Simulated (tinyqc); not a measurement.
What each parameter does: two-dimensional electron gas with Rashba and Dresselhaus coupling.

H = c k^2/m + al (ky sx - kx sy) + b1 (kx sx - ky sy) + gam kx ky (kx sy - ky sx), s the Pauli matrices, x = [100], c = hbar^2/2m0, b1 = gam (pi/L)^2 (hard walls). H = c k^2/m + B.s, so E = c k^2/m -/+ |B| and the lower state has its spin along -B.

Constants: hbar^2/2m0 = 3.80998211 eV angstrom^2.

Inputs chosen for the exercise (of the size met in GaN; the results hold for these values, not for the real material):
```
symbol  value   unit           meaning
m       0.237   m0             mass
al      0.0062  eV angstrom    Rashba constant
gam     0       eV angstrom^3  bulk Dresselhaus constant
L       105     angstrom       width of the (001) well
n       7.2     1e11/cm^2      sheet density (one subband filled)
```

Splittings 2|B| at k0 = sqrt(2 pi n) along [100], [110] and [-110], and E0 = c k0^2/m; 1e11/cm^2 = 1e-5/angstrom^2. Each row changes one parameter from the base and keeps the others.

Results:
```
case                      [100] (meV)  [110] (meV)  [-110] (meV)  E0 (meV)
base                           0.2637       0.2637        0.2637      7.27
m = 0.2607 m0                  0.2637       0.2637        0.2637      6.61
al = 0.00744 eV angstrom       0.3165       0.3165        0.3165      7.27
gam = 3 eV angstrom^3          0.2874       0.3491        0.1784      7.27
L = 125 angstrom               0.2637       0.2637        0.2637      7.27
n = 10.8 1e11/cm^2             0.3230       0.3230        0.3230     10.91
```

The largest shifts from the base row, up to three for each result and ties (the steps differ in size, so this ranks the rows, not the parameters). [100] (meV): n +0.0593, al +0.0527, gam +0.0237; unchanged at the printed digits by m and L. [110] (meV): gam +0.0854, n +0.0593, al +0.0527; unchanged at the printed digits by m and L. [-110] (meV): gam -0.0854, n +0.0593, al +0.0527; unchanged at the printed digits by m and L. E0 (meV): n +3.64, m -0.66; unchanged at the printed digits by al, gam and L.

Program tinyqc; command `OMP_NUM_THREADS=1 python tinyqc.py 1450770 1450771 out.jsonl`; about 0.01 s on one thread of a shared Intel(R) Xeon(R) Processor @ 2.30GHz.
